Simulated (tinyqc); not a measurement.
Gap and mass from two generation rates.

Inverse problem. In the two-band model the band-to-band tunnelling rate in a uniform field is G = A F^2 exp(-B/F), with B = pi sqrt(m/C) Eg^1.5/4 (V/nm), A = 1e21 (2 q/h) m Eg/(16 pi C B) for G in cm^-3 s^-1 and F in V/nm, C = hbar^2/(2 m0). Find B, A, Eg and m.

Constants: q = 1.602176634e-19 C, hbar = 1.054571817e-34 J s, h = 6.62607015e-34 J s, m0 = 9.1093837015e-31 kg, hbar^2/(2 m0) = 0.0380998212 eV nm^2. Results are converted to the units shown.

G at F = 0.012 and 0.021 V/nm (cm^-3 s^-1): 3.9234370e25  1.3700893e28

Answer. The slope of ln(G/F^2) against 1/F is -B and the intercept gives A. The product A B fixes m Eg, and B = (pi/4) Eg sqrt(m Eg/C) then gives Eg.

B = 0.1326 V/nm
A = 1.718e34 cm^-3 s^-1 (V/nm)^-2
Eg = 0.3470 eV
m = 0.02600 m0

Numbers from tinyqc (`OMP_NUM_THREADS=1 python tinyqc.py 2620028 2620029 out.jsonl`; about 0.01 s on one thread of a shared Intel Xeon 2.30GHz).
